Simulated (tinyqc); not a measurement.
## Long-channel MOSFET, surface-potential model: effect of the temperature

n-channel transistor on a uniformly doped p-type body, gradual-channel approximation, constant mobility, Boltzmann statistics, full ionisation. Potentials are counted from the neutral body; V is the electron quasi-Fermi potential, Vsb at the source and Vsb + Vds at the drain. Charges are magnitudes per area.

Nc and Nv are given at 300 K and scale as (T/300 K)^1.5; Eg, Vfb and mu are held fixed. ni = sqrt(Nc Nv) exp(-Eg/(2 Vt)), Eg in volts; phiF = Vt ln(Na/ni); Cox = eps0 eox/tox; gamma = sqrt(2 q eps0 eps_r Na)/Cox. The surface potential psi at channel potential V solves Vgs + Vsb - Vfb - psi = gamma sqrt(G), G = psi - Vt + Vt exp((psi - 2 phiF - V)/Vt). Charge sheet: Qi = Cox gamma [sqrt(G) - sqrt(psi - Vt)]; I = mu (W/L) [integral of Qi dpsi from psi_0 to psi_L (drift) + Vt (Qi0 - QiL) (diffusion)], with psi_0 at V = Vsb and psi_L at V = Vsb + Vds. VT = Vfb + 2 phiF + gamma sqrt(2 phiF + Vsb), m = 1 + gamma/(2 sqrt(2 phiF + Vsb)). The swing is 20 mV/log10[I(VT - 0.14 V)/I(VT - 0.16 V)] of the charge-sheet current at the given Vds.

Values chosen for this exercise; material values close to those of silicon:
- Eg = 1.11 eV (band gap)
- eps_r = 11.7 (relative permittivity of the semiconductor)
- Nc = 2.82e19 cm^-3 (conduction-band density of states at the reference temperature)
- Nv = 2.63e19 cm^-3 (valence-band density of states at the reference temperature)
- Na = 4e16 cm^-3 (acceptor density of the body)
- eox = 8.58 (relative permittivity of the gate insulator)
- tox = 5.5 nm (insulator thickness)
- Vfb = -0.79 V (flat-band voltage)
- mu = 160 cm^2/(V s) (channel mobility)
- W = 5 um (gate width)
- L = 2 um (gate length)
- Vsb = 0 V (source-body reverse bias)
- Vgs = 0.03 V (gate-source voltage)
- Vds = 0.8 V (drain-source voltage)

Constants: q = 1.602176634e-19 C, kB = 1.380649e-23 J/K, Vt = kB T/q, eps0 = 8.8541878128e-14 F/cm where lengths are in cm. Results are converted to the units shown.

The same in every row: gamma (V^0.5) = 0.08342.

Effect of the temperature:
```
T (K)     VT (V)      m  swing (mV/decade)  I at Vgs, Vds (uA)
220       0.1686  1.044              46.41            9.389e-6
250       0.1272  1.045              52.97            1.763e-4
280      0.08482  1.047              59.61            0.001879
310      0.04152  1.048              66.36             0.01315
340    -0.002626  1.049              73.26             0.06474
370     -0.04755  1.051              80.33              0.2294
400     -0.09321  1.053              87.65              0.6070
```

Read the table: what changes, and by how much?

As T goes from 220 to 400 K, VT falls from 0.169 to -0.0932 V, the swing rises from 46.4 to 87.7 mV a decade and the current rises from 9.39e-6 to 0.607 uA. The swing is 1.8 % above m Vt ln 10 in the first row and 4.9 % above it in the last. The gate voltage is below VT in 4 of the 7 rows. In every row the mobility is held fixed, though a real channel mobility changes with T and would alter the trend of the current.

Program tinyqc, `OMP_NUM_THREADS=1 python tinyqc.py 2360035 2360036 out.jsonl`; Intel Xeon 2.30GHz, shared host, one thread, about 0.04 s.
